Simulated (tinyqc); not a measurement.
Strain: hole subbands of a hard-walled well, four-band Luttinger model.

Hole energies are counted downwards from the unstrained band edge, c = hbar^2/2m0. After the usual block transformation one block is H = [[P + Q - Zs, R - i S], [R + i S, P - Q + Zs]] in (heavy, light), with P +/- Q = c [(g1 +/- g2) k^2 + (g1 -/+ 2 g2) kz^2], R = sqrt(3) c gR k^2, S = 2 sqrt(3) c g3 k kz, kz = -i d/dz; axial approximation gR = (g2 + g3)/2. Zs = b (e_par - e_perp) is the shear part of the strain (the hydrostatic part shifts all levels alike and is left out). Basis sqrt(2/L) sin(n pi z/L), n = 1 to N, for each component: kz^2 gives (n pi/L)^2 and the heavy-light block is R delta_nm - 2 sqrt(3) c g3 k D_nm with D_nm = 4 n m/(L (n^2 - m^2)) for n + m odd, 0 otherwise. The other block has the same levels. The split-off band is left out.

Constants: hbar^2/2m0 = 3.80998211 eV angstrom^2.

Parameters, chosen for this exercise (near those of InAs; the results hold for these values, not for the real material): g1 = 20.09 (Luttinger gamma1); g2 = 8.52 (gamma2); g3 = 9.11 (gamma3); L = 110 angstrom (well width along [001]); Zlist = (-0.137, -0.084, -0.0433, -0.0112, 0, 0.0379, 0.1021) eV (shear strain energies (negative: tension in the plane, for b < 0)).

N = 20. dE is the rise of the top subband from k = 0 to k1 = pi/(4L), m1 = c k1^2/dE (dash if dE is not positive), and the heavy weight is taken at k = pi/L.

Top subband:
```
Zs (eV)  HH1 (meV)  LH1 (meV)  dE (meV)  heavy weight  m1 (m0)
-0.1370      146.5      -21.6    -0.267         0.119        -
-0.0840       93.5       31.4    -2.745         0.230        -
-0.0433       52.8       72.1     2.376         0.392    0.082
-0.0112       20.7      104.2     4.332         0.559    0.045
0.0000         9.5      115.4     4.418         0.617    0.044
0.0379       -28.4      153.3     4.611         0.773    0.042
0.1021       -92.6      217.5     4.806         0.906    0.040
```

What can be read from this table?

HH1 and LH1 cross at Zs = -2 c g2 (pi/L)^2 = -0.0530 eV; for more negative Zs the light hole is on top. Among the rows with HH1 on top, m1 goes from 0.082 to 0.040 m0 as the splitting widens from 19 to 310 meV, against the unmixed 1/(g1 + g2) = 0.035: compression lightens the holes here. A dash marks a top subband whose hole energy at k1 lies below that at k = 0: an electron-like (negative) mass. m1 describes the neighbourhood of k = 0 only; where HH1 and LH1 lie close, the band may peak further out.

tinyqc: `OMP_NUM_THREADS=1 python tinyqc.py 1251091 1251092 out.jsonl`; about 0.06 s, one thread, shared Intel(R) Xeon(R) Processor @ 2.30GHz.
